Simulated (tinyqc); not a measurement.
Lateral field, substrate current, probability of reaching the oxide barrier and hot-carrier lifetime of a silicon transistor (pseudo-two-dimensional and lucky-electron models). Changing the drain voltage V_D. Computed by tinyqc, a small Python program. Command: `OMP_NUM_THREADS=1 python tinyqc.py 3005304 3005305 out.jsonl hotcar sweep`. One thread of a shared host (Intel(R) Xeon(R) Processor @ 2.30GHz), about 0.01 s of CPU time with the checks.

Local-field models: a lucky carrier gains its energy at the peak field over a path free of collisions. Voltages are magnitudes.

Inputs (values chosen for the exercise, modelled on a silicon p-channel):

| quantity | value | unit |
|---|---|---|
| channel length L | 340 | nm |
| oxide thickness t | 6.8 | nm |
| junction depth x_j | 76 | nm |
| mobility mu | 140 | cm^2/(V s) |
| saturation velocity v_s | 0.71 | 1e7 cm/s |
| threshold voltage V_T | 0.64 | V |
| gate voltage V_G | 2.9 | V |
| ionisation prefactor A_i | 8.4e+06 | 1/cm |
| ionisation field B_i | 3.82 | MV/cm |
| hot-carrier mean free path lambda | 5.2 | nm |
| oxide barrier phi_b | 4.6 | eV |
| interface-trap threshold phi_it | 4.6 | eV |
| lifetime constant H | 400 | s microampere/micrometre |
| length of the depleted extension L_n | 47 | nm |

Drain: lightly doped extension.

Constants: eps_0 = 8.8541878128e-12 F/m.

Method:
- C_ox = 3.9 eps_0/t; F_sat = 2 v_s/mu; V_Dsat = V_ov F_sat L/(V_ov + F_sat L), V_ov = V_G - V_T; I_D/W = C_ox v_s (V_ov - V_Dsat).
- Scale length l = 0.22 t^(1/3) x_j^(1/2) (all in cm); F_m = sqrt(((V_D - V_Dsat)/l_e)^2 + F_sat^2), with l_e = l + L_n; length of the velocity-saturated region l_e ln((V_D - V_Dsat)/(l_e F_sat) + F_m/F_sat).
- Substrate current I_sub/I_D = (A_i/B_i)(V_D - V_Dsat) exp(-B_i/F_m); probability of reaching the oxide barrier exp(-phi_b/(e lambda F_m)); lifetime tau = (H/(I_D/W)) exp(phi_it/(e lambda F_m)).

One run for each value:

| drain voltage V_D (V) | lifetime tau (s) | substrate current I_sub/W (microampere/micrometre) | peak field F_m (kV/cm) | probability of reaching phi_b |
|---|---|---|---|---|
| 3.84 | 3.1549e+14 | 1.0561e-03 | 266.69 | 3.9303e-15 |
| 4.44 | 9.8856e+11 | 1.5822e-02 | 322.80 | 1.2543e-12 |
| 5.04 | 1.5941e+10 | 1.1239e-01 | 380.04 | 7.7783e-11 |
| 5.64 | 7.3374e+08 | 4.9401e-01 | 437.96 | 1.6899e-09 |
| 6.24 | 6.8224e+07 | 1.5713e+00 | 496.33 | 1.8175e-08 |
| 6.84 | 1.0366e+07 | 3.9814e+00 | 555.00 | 1.1961e-07 |
| 7.44 | 2.2469e+06 | 8.5497e+00 | 613.89 | 5.5186e-07 |
| 8.04 | 6.3448e+05 | 1.6218e+01 | 672.94 | 1.9543e-06 |
| 8.64 | 2.1928e+05 | 2.7967e+01 | 732.12 | 5.6548e-06 |

Over the rows, lifetime tau (s) falls from 3.15e14 to 219000 (exponent d ln y / d ln x -40 between the first rows and -15 between the last); substrate current I_sub/W (microampere/micrometre) rises from 0.00106 to 28.0 (exponent d ln y / d ln x 19 between the first rows and 7.6 between the last); peak field F_m (kV/cm) rises from 267 to 732 (exponent d ln y / d ln x 1.3 between the first rows and 1.2 between the last).

Caution (all rows): the empirical formula for l was fitted to oxides of about 15 nm or more; for thinner ones it is an extrapolation. Caution (rows 3.84, 4.44): e V_D is below phi_b or phi_it, so the available energy, not the field, limits hot carriers, and the lucky-electron formulas overstate them. Caution (rows 5.64, 6.24, 6.84, 7.44, 8.04, 8.64): the saturated region fills most of the channel, so the split into two regions is rough.

Extremes, crossings and ranges named in words are read from the listed rows.
